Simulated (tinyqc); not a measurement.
CCD on RHF in the 6-31g basis, for H2, spin multiplicity 1, step by step. Computed by tinyqc, a small Python program that keeps every step (integrals from PySCF). Settings: charge = 0, multiplicity = 1, basis = 6-31g, method = RHF, energy threshold = 1e-10, iteration cap = 86, orthogonalisation = symmetric, start = Wolfsberg-Helmholz matrix, DIIS depth = 6, amplitude equations = CCD, DIIS depth for amplitudes = 0, cap on updates = 52. Command: `OMP_NUM_THREADS=1 python tinyqc.py 24328 24329 out.jsonl` (the two numbers bound the seeds that draw the settings). One thread of a shared host (Intel(R) Xeon(R) Processor @ 2.60GHz), about 0.06 s of CPU time with the checks. The early iterations of the SCF are left out here.

## One-electron integrals

Geometry (angstrom):
```
atom,x,y,z
H,0.000000,0.000000,0.000000
H,0.000000,0.000000,0.678000
```

Basis 6-31g: exponents (1/bohr^2) and contraction coefficients of normalised primitives:
```
element,l (shell),exponent,coefficient
H,s (1),18.731137,0.033495
H,s (1),2.825394,0.234727
H,s (1),0.640122,0.813757
H,s (2),0.161278,1.000000
```

Overlap, kinetic and nuclear-attraction integrals over the contracted functions; the nuclear repulsion is the sum of Za Zb / Rab.

nuclear repulsion = 0.78049736 hartree

overlap S:
```
,1H 1s,1H 2s,2H 1s,2H 2s
1H 1s,1.000000,0.658292,0.512264,0.530504
1H 2s,0.658292,1.000000,0.530504,0.876014
2H 1s,0.512264,0.530504,1.000000,0.658292
2H 2s,0.530504,0.876014,0.658292,1.000000
```

kinetic energy T (hartree):
```
,1H 1s,1H 2s,2H 1s,2H 2s
1H 1s,1.395678,0.259735,0.306810,0.178985
1H 2s,0.259735,0.241917,0.178985,0.193220
2H 1s,0.306810,0.178985,1.395678,0.259735
2H 2s,0.178985,0.193220,0.259735,0.241917
```

nuclear attraction V (hartree):
```
,1H 1s,1H 2s,2H 1s,2H 2s
1H 1s,-2.412722,-1.208220,-1.214802,-1.006368
1H 2s,-1.208220,-1.184510,-1.006368,-1.075153
2H 1s,-1.214802,-1.006368,-2.412722,-1.208220
2H 2s,-1.006368,-1.075153,-1.208220,-1.184510
```

core Hamiltonian H = T + V (hartree):
```
,1H 1s,1H 2s,2H 1s,2H 2s
1H 1s,-1.017044,-0.948485,-0.907991,-0.827383
1H 2s,-0.948485,-0.942593,-0.827383,-0.881933
2H 1s,-0.907991,-0.827383,-1.017044,-0.948485
2H 2s,-0.827383,-0.881933,-0.948485,-0.942593
```

## Two-electron integrals

Functions are numbered as in S; the eight-fold symmetry (ij|kl) = (ji|kl) = (kl|ij) leaves the list below.

Two-electron integrals (ij|kl) in chemists' order, unique and non-zero (hartree):
```
i,j,k,l,(ij|kl)
1,1,1,1,1.076566
2,1,1,1,0.578470
2,1,2,1,0.329423
2,2,1,1,0.587396
2,2,2,1,0.361304
2,2,2,2,0.453150
3,1,1,1,0.469789
3,1,2,1,0.265586
3,1,2,2,0.286908
3,1,3,1,0.256241
3,2,1,1,0.374082
3,2,2,1,0.224982
3,2,2,2,0.267431
3,2,3,1,0.222610
3,2,3,2,0.213073
3,3,1,1,0.702796
3,3,2,1,0.427318
3,3,2,2,0.510577
3,3,3,1,0.469789
3,3,3,2,0.460419
3,3,3,3,1.076566
4,1,1,1,0.460419
4,1,2,1,0.262951
4,1,2,2,0.289712
4,1,3,1,0.222610
4,1,3,2,0.191796
4,1,3,3,0.374082
4,1,4,1,0.213073
4,2,1,1,0.496047
4,2,2,1,0.306510
4,2,2,2,0.388379
4,2,3,1,0.260378
4,2,3,2,0.251492
4,2,3,3,0.496047
4,2,4,1,0.251492
4,2,4,2,0.347748
4,3,1,1,0.427318
4,3,2,1,0.261113
4,3,2,2,0.319361
4,3,3,1,0.265586
4,3,3,2,0.262951
4,3,3,3,0.578470
4,3,4,1,0.224982
4,3,4,2,0.306510
4,3,4,3,0.329423
4,4,1,1,0.510577
4,4,2,1,0.319361
4,4,2,2,0.416146
4,4,3,1,0.286908
4,4,3,2,0.289712
4,4,3,3,0.587396
4,4,4,1,0.267431
4,4,4,2,0.388379
4,4,4,3,0.361304
4,4,4,4,0.453150
```

## Orthogonalisation

S = U s U^T; symmetric (Loewdin) form X = U s^(-1/2) U^T, so that X^T S X = 1.

eigenvalues of S: 0.083582  0.491510  0.528141  2.896767

X:
```
,1H 1s,1H 2s,2H 1s,2H 2s
1H 1s,1.317861,-0.506662,-0.247471,0.092072
1H 2s,-0.506662,2.106585,0.092072,-1.163052
2H 1s,-0.247471,0.092072,1.317861,-0.506662
2H 2s,0.092072,-1.163052,-0.506662,2.106585
```

## Iteration 5 (converged): orbitals

converged F (hartree):
```
,1H 1s,1H 2s,2H 1s,2H 2s
1H 1s,-0.081672,-0.528085,-0.594953,-0.537894
1H 2s,-0.528085,-0.340583,-0.537894,-0.373506
2H 1s,-0.594953,-0.537894,-0.081672,-0.528085
2H 2s,-0.537894,-0.373506,-0.528085,-0.340583
```

Diagonalise F' = X^T F X, C = X C', fill 1 alpha and 1 beta electrons from the bottom; D = 2 C_occ C_occ^T. Each column has its largest component positive (the first on a tie).

F' = X^T F X (hartree):
```
,1,2,3,4
1,0.649612,-0.585998,-0.601481,-0.094207
2,-0.585998,0.289761,-0.094207,-0.207806
3,-0.601481,-0.094207,0.649612,-0.585998
4,-0.094207,-0.207806,-0.585998,0.289761
```

orbital energies (hartree): MO1 -0.615372, MO2 0.254807, MO3 0.745457, MO4 1.493852

coefficients C:
```
,MO1,MO2,MO3,MO4
1H 1s,0.337103,0.110296,0.738357,-1.179919
1H 2s,0.256011,1.885763,-0.682296,1.402998
2H 1s,0.337103,-0.110296,0.738357,1.179919
2H 2s,0.256011,-1.885763,-0.682296,-1.402998
```

D after iteration 5:
```
,1H 1s,1H 2s,2H 1s,2H 2s
1H 1s,0.227277,0.172604,0.227277,0.172604
1H 2s,0.172604,0.131084,0.172604,0.131084
2H 1s,0.227277,0.172604,0.227277,0.172604
2H 2s,0.172604,0.131084,0.172604,0.131084
```

## Convergence

Stop when the energy changes by less than 1e-10 hartree and every element of the error matrix X^T (F D S - S D F) X is below 3e-06.

Course of the cycle:
```
iteration,E (hartree),change,largest element of the error matrix
1,-1.12205067,-,3.85e-02
2,-1.12454585,-2.50e-03,5.62e-03
3,-1.12460023,-5.44e-05,1.13e-05
4,-1.12460023,-1.80e-10,4.71e-06
5,-1.12460023,-2.29e-11,2.98e-06
```

PySCF RHF in the same basis = -1.12460023 hartree

Converged in 5 iterations.

## Integrals over molecular orbitals

(pq|rs) = sum C_ip C_jq C_kr C_ls (ij|kl), one index at a time.

one-electron integrals over orbitals h = C^T H C (hartree):
```
,1,2,3,4
1,-1.289727,0.000000,-0.175355,0.000000
2,0.000000,-0.534836,0.000000,0.208838
3,-0.175355,0.000000,-0.219110,0.000000
4,0.000000,0.208838,0.000000,0.259443
```

Two-electron integrals over orbitals (pq|rs), unique and non-zero (hartree):
```
p,q,r,s,(pq|rs)
1,1,1,1,0.674356
2,1,2,1,0.073235
2,2,1,1,0.431439
2,2,2,2,0.382712
3,1,1,1,0.175354
3,1,2,2,0.045524
3,1,3,1,0.112359
3,2,2,1,-0.024240
3,2,3,2,0.037913
3,3,1,1,0.538463
3,3,2,2,0.377268
3,3,3,1,0.119198
3,3,3,3,0.461324
4,1,2,1,-0.077735
4,1,3,2,-0.014786
4,1,4,1,0.144204
4,2,1,1,-0.143286
4,2,2,2,-0.050705
4,2,3,1,-0.070009
4,2,3,3,-0.092896
4,2,4,2,0.063095
4,3,2,1,-0.074191
4,3,3,2,0.003131
4,3,4,1,0.120454
4,3,4,3,0.115992
4,4,1,1,0.689307
4,4,2,2,0.440043
4,4,3,1,0.208392
4,4,3,3,0.556489
4,4,4,2,-0.166730
4,4,4,4,0.769616
```

## CCD: starting amplitudes

t_ij^ab = <ij||ab> / (e_i + e_j - e_a - e_b), whose energy is MP2.

Starting amplitudes (spin orbitals 1a, 1b, ...; amplitudes related by a flip of all spins are not repeated):
```
from,to,t
1a 1b,2a 2b,-0.042081
1a 1b,3a 3b,-0.041283
1a 1b,4a 4b,-0.034184
1a 1b,2a 4b,0.026091
```

correlation energy = -0.01670613 hartree

## CCD: amplitude update 1

t_ij^ab D_ij^ab are set to the remaining terms of the spin-orbital equations, evaluated with the old amplitudes; for the doubles these are <ij||ab> + 1/2 <ab||ef> t_ij^ef + 1/2 <mn||ij> t_mn^ab + P(ij)P(ab) <mb||ej> t_im^ae + terms in t^2, D the orbital-energy denominators.

Amplitudes after update 1 (spin orbitals 1a, 1b, ...; amplitudes related by a flip of all spins are not repeated):
```
from,to,t
1a 1b,2a 2b,-0.056906
1a 1b,3a 3b,-0.051082
1a 1b,4a 4b,-0.041110
1a 1b,2a 4b,0.036118
```

correlation energy = -0.02145052 hartree

## CCD: amplitude update 2

As before.

Amplitudes after update 2 (spin orbitals 1a, 1b, ...; amplitudes related by a flip of all spins are not repeated):
```
from,to,t
1a 1b,2a 2b,-0.062415
1a 1b,3a 3b,-0.053311
1a 1b,4a 4b,-0.042428
1a 1b,2a 4b,0.039748
```

correlation energy = -0.02285886 hartree

## CCD: convergence

E_corr = 1/4 sum <ij||ab> t_ij^ab; stop when the norm of the change is below 1e-8.

Course of the amplitude iterations:
```
update,correlation energy (hartree),norm of the change
0,-0.01670613,-
1,-0.02145052,4.75e-02
2,-0.02285886,1.59e-02
3,-0.02330144,5.68e-03
4,-0.02344781,2.09e-03
5,-0.02349818,7.81e-04
6,-0.02351602,2.93e-04
7,-0.02352248,1.10e-04
8,-0.02352484,4.16e-05
9,-0.02352572,1.57e-05
10,-0.02352604,5.91e-06
11,-0.02352616,2.23e-06
12,-0.02352621,8.40e-07
13,-0.02352623,3.17e-07
14,-0.02352623,1.19e-07
15,-0.02352623,4.51e-08
16,-0.02352623,1.70e-08
17,-0.02352624,6.41e-09
```

Converged amplitudes (spin orbitals 1a, 1b, ...; amplitudes related by a flip of all spins are not repeated):
```
from,to,t
1a 1b,2a 2b,-0.065811
1a 1b,3a 3b,-0.053888
1a 1b,4a 4b,-0.042684
1a 1b,2a 4b,0.041787
```

CCD total energy = -1.14812646 hartree

Converged in 17 updates.
